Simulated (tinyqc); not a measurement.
Inside a calculation: smearing for a one-band metal on the simple cubic lattice. Values are carried at full precision from step to step, so a last printed digit may differ when a step is redone from the rounded ones.

Lattice vectors (units of a): a1 = (1, 0, 0), a2 = (0, 1, 0), a3 = (0, 0, 1). E(k) = -t A_1(k) - t2 A_2(k), A_m the sum of cos(k . R) over the 6 nearest and 12 second lattice vectors. Mesh k = sum (j_i/N) b_i, j_i = 0 .. N-1.

Values chosen for the exercise: t = 1.37 eV (nearest hopping); t2 = 0.22 eV (second hopping); N = 4 (unshifted mesh); ne = 0.48 (electrons per cell); sigma = 0.137 eV (width).

## Levels on the mesh

Evaluate the band and collect equal energies with their counts.

Distinct levels:

| E_k (eV) | points |
|---|---|
| -10.8600 | 1 |
| -6.3600 | 6 |
| -2.7400 | 12 |
| -1.8600 | 3 |
| 0.0000 | 8 |
| 0.8800 | 12 |
| 2.7400 | 12 |
| 3.6200 | 3 |
| 4.6000 | 6 |
| 5.5800 | 1 |

10 distinct levels; the mean spacing is 1.827 eV.

## Fermi level with cold (Marzari-Vanderbilt) smearing

With x = (E_k - mu)/sigma: cold (Marzari-Vanderbilt) with y = x + 1/sqrt(2), f = erfc(y)/2 + exp(-y^2)/sqrt(2 pi), s = y exp(-y^2)/sqrt(2 pi). With weights w = points/N^d (d the dimension), mu solves 2 sum w f = ne; E = 2 sum w f E_k, S = 2 sum w s, F = E - sigma S.

Weights w = points/total. Bisection from the lowest and highest level; ten steps are shown.

Bisection:

| step | low (eV) | high (eV) | mu (eV) | electrons |
|---|---|---|---|---|
| 1 | -10.8600 | 5.5800 | -2.6400 | 0.5606 |
| 2 | -10.8600 | -2.6400 | -6.7500 | 0.0313 |
| 3 | -6.7500 | -2.6400 | -4.6950 | 0.2188 |
| 4 | -4.6950 | -2.6400 | -3.6675 | 0.2188 |
| 5 | -3.6675 | -2.6400 | -3.1538 | 0.2188 |
| 6 | -3.1538 | -2.6400 | -2.8969 | 0.2252 |
| 7 | -2.8969 | -2.6400 | -2.7684 | 0.3203 |
| 8 | -2.7684 | -2.6400 | -2.7042 | 0.4404 |
| 9 | -2.7042 | -2.6400 | -2.6721 | 0.5052 |
| 10 | -2.7042 | -2.6721 | -2.6882 | 0.4734 |

## Occupations and energies

Converge mu, then list x, f and s of each level and form the sums.

mu = -2.6849 eV

x, f and s of each level:

| E_k (eV) | x | f | s |
|---|---|---|---|
| -10.8600 | -59.67 | 1.0000 | 0.0000 |
| -6.3600 | -26.83 | 1.0000 | 0.0000 |
| -2.7400 | -0.40 | 0.6967 | 0.1108 |
| -1.8600 | 6.02 | 0.0000 | 0.0000 |
| 0.0000 | 19.60 | 0.0000 | 0.0000 |
| 0.8800 | 26.02 | 0.0000 | 0.0000 |
| 2.7400 | 39.60 | 0.0000 | 0.0000 |
| 3.6200 | 46.02 | 0.0000 | 0.0000 |
| 4.6000 | 53.17 | 0.0000 | 0.0000 |
| 5.5800 | 60.33 | 0.0000 | 0.0000 |

E = -2.2477 eV
S = 0.0416
F = -2.2534 eV
(E + F)/2 = -2.2505 eV

Levels with f between 0.001 and 0.999: 1. For this scheme F itself has no term in sigma^2, so F is the estimate of the energy at zero width. That argument needs a smooth density of states, and the number of distinct levels within 2 sigma of mu is only 1, so it may fail on this mesh.

## Checks

- The slope dF/d sigma by finite differences against -S: both -0.041568.
- The slope dF/d ne by finite differences against mu (eV): both -2.6849.

(tinyqc, `OMP_NUM_THREADS=1 python tinyqc.py 1682331 1682332 out.jsonl`, Intel(R) Xeon(R) Processor @ 2.30GHz, 1 thread, shared host, about 0.3 s.)
